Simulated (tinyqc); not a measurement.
What each parameter does: hole subbands of a hard-walled well, four-band Luttinger model.

Hole energies are counted downwards from the unstrained band edge, c = hbar^2/2m0. After the usual block transformation one block is H = [[P + Q - Zs, R - i S], [R + i S, P - Q + Zs]] in (heavy, light), with P +/- Q = c [(g1 +/- g2) k^2 + (g1 -/+ 2 g2) kz^2], R = sqrt(3) c gR k^2, S = 2 sqrt(3) c g3 k kz, kz = -i d/dz; axial approximation gR = (g2 + g3)/2. Zs = b (e_par - e_perp) is the shear part of the strain (the hydrostatic part shifts all levels alike and is left out). Basis sqrt(2/L) sin(n pi z/L), n = 1 to N, for each component: kz^2 gives (n pi/L)^2 and the heavy-light block is R delta_nm - 2 sqrt(3) c g3 k D_nm with D_nm = 4 n m/(L (n^2 - m^2)) for n + m odd, 0 otherwise. The other block has the same levels. The split-off band is left out.

Constants: hbar^2/2m0 = 3.80998211 eV angstrom^2.

Parameters, chosen for this exercise (near those of AlAs; shifted at random, so the results belong to these values and not to a real crystal):
```
symbol  value  unit        meaning
g1      3.76               Luttinger gamma1
g2      0.82               gamma2
g3      1.42               gamma3
L       85     angstrom    well width along [001]
Zs      0      eV          shear strain energy
k       0.032  1/angstrom  wave vector in the plane
```

N = 20; the three lowest hole energies at the given k and the heavy weight of the lowest.

Results for these values:
```
case  E1 (meV)  E2 (meV)  E3 (meV)  heavy weight
base     20.05     31.09     67.27         0.673
```

What happens to each result for g1 = 4.06, all else kept?

Answer: E1 rises from 20.05 to 23.18; E2 rises from 31.09 to 35.16; E3 rises from 67.27 to 73.63; heavy weight rises from 0.673 to 0.690.

The same for each parameter in turn:
```
case                   E1 (meV)  E2 (meV)  E3 (meV)  heavy weight
base                      20.05     31.09     67.27         0.673
g1 = 4.06                 23.18     35.16     73.63         0.690
g2 = 0.74                 20.56     31.51     68.98         0.665
g3 = 1.31                 21.14     32.33     66.80         0.697
L = 75 angstrom           24.32     37.34     80.91         0.767
Zs = -0.01 eV             18.82     35.49     71.98         0.252
k = 0.0416 1/angstrom     22.66     37.96     79.53         0.525
```

(tinyqc, `OMP_NUM_THREADS=1 python tinyqc.py 1251260 1251261 out.jsonl`, Intel(R) Xeon(R) Processor @ 2.30GHz, 1 thread, shared host, about 0.4 s.)
